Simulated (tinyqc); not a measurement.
From results back to parameters: Wannier-Stark ladder of a miniband. Three cases, with inputs chosen for the exercise.

Problem. The lines of a Wannier-Stark ladder are spaced by e F d, and the strengths of the lines j = 1 and j = 0 stand as J_1(x)^2/J_0(x)^2 with x = W/(2 e F d) below the first zero of J_0, 2.405; 1 kV/cm = 0.01 meV/angstrom. Both were computed from hidden F and W.

Case 1.

Values chosen (out of a larger set: near those of an InGaAs/InAlAs superlattice; not measured data): d = 91 angstrom (period).

spacing = 7.644 meV
ratio = 11.1364

Case 2.

Values chosen (out of a larger set: near those of a non-polar GaN/AlGaN superlattice; not measured data): d = 45 angstrom (period).

spacing = 14.400 meV
ratio = 0.888308

Case 3.

Values chosen (out of a larger set: near those of a non-polar GaN/AlGaN superlattice; not measured data): d = 47 angstrom (period).

spacing = 8.930 meV
ratio = 9.76546

Find: F; x; W.

Solution. J_1/J_0 rises steadily from 0 to infinity on that interval, so the ratio fixes x, and W = 2 x e F d.

Case 1.

F = 8.40 kV/cm
x = 2.093
W = 32.0 meV

Case 2.

F = 32.0 kV/cm
x = 1.389
W = 40.0 meV

Case 3.

F = 19.0 kV/cm
x = 2.072
W = 37.0 meV

Computed by tinyqc, one run a case: `OMP_NUM_THREADS=1 python tinyqc.py N N+1 out.jsonl` with N = 1252249, 1252252, 1252273; one thread of a shared Intel(R) Xeon(R) Processor @ 2.30GHz, about 0.01 s a run at most.
